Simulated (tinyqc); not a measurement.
Tunnelling through a gate dielectric, WKB transmission and Tsu-Esaki current: effect of the tunnelling mass m1.

Electrons leave the emitter at x = 0. Energies E (motion across the layers) are in eV from the emitter Fermi level; the collector Fermi level lies at -V and offers states at every E. No charge in the dielectric and no image force: F1 = V/t1, U = phi1 - F1 x. With C = hbar^2/(2 m0), kappa = sqrt(m (U - E)/C) where U > E and 0 elsewhere; T(E) = exp(-S), S = 2 times the integral of kappa over x.

Each layer adds (2/F) sqrt(m/C) [G(u at its left edge) - G(u at its right edge)] to S, with u = U - E (0 where negative) and G(u) = (2/3) u^1.5. J = J0 times the integral of T(E) N(E) dE, N = ln[(1 + exp(-E/Vt))/(1 + exp((-E - V)/Vt))], J0 = q^2 me m0 kB T/(2 pi^2 hbar^3) (times 1e-4 for A/cm^2 per eV), from E = -Ef to far above the barrier (T = 1 there), by quadrature converged to the digits shown.

Values chosen for this exercise; dielectric values close to those of zirconium oxide:
- T = 300 K (temperature)
- Ef = 1 eV (Fermi energy of the emitter above its band bottom)
- me = 1 m0 (emitter mass in the supply function)
- phi1 = 1.45 eV (barrier of layer 1 above the emitter Fermi level at zero bias)
- t1 = 3.3 nm (thickness of layer 1)
- V = 1.1 V (voltage across the dielectric)

Constants: q = 1.602176634e-19 C, kB = 1.380649e-23 J/K, hbar = 1.054571817e-34 J s, m0 = 9.1093837015e-31 kg, Vt = kB T/q, hbar^2/(2 m0) = 0.0380998212 eV nm^2. Results are converted to the units shown.

Results:
```
m1 (m0)  S at E = 0   T(E = 0)  J (A/cm^2)  mean E of the current (eV)
0.12          10.92   1.800e-5        8991                     -0.3396
0.15          12.21   4.958e-6        1990                     -0.3067
0.2           14.10   7.494e-7       226.2                     -0.2639
0.31          17.56   2.366e-8       4.652                     -0.2015
0.4           19.95   2.175e-9      0.3367                     -0.1682
0.5           22.30  2.066e-10     0.02621                     -0.1411
0.63          25.03  1.345e-11    0.001408                     -0.1148
```

Estimate the missing row, m1 = 0.25 m0.

Computed row:
```
m1 (m0)  S at E = 0  T(E = 0)  J (A/cm^2)  mean E of the current (eV)
0.25          15.77  1.418e-7       34.35                     -0.2315
```

With this row back in the table: J falls from 8990 to 0.00141 A/cm^2. S goes as m1^(0.50): kappa is proportional to the square root of the mass.

Program tinyqc, `OMP_NUM_THREADS=1 python tinyqc.py 2540052 2540053 out.jsonl`; Intel Xeon 2.30GHz, shared host, one thread, about 0.02 s.
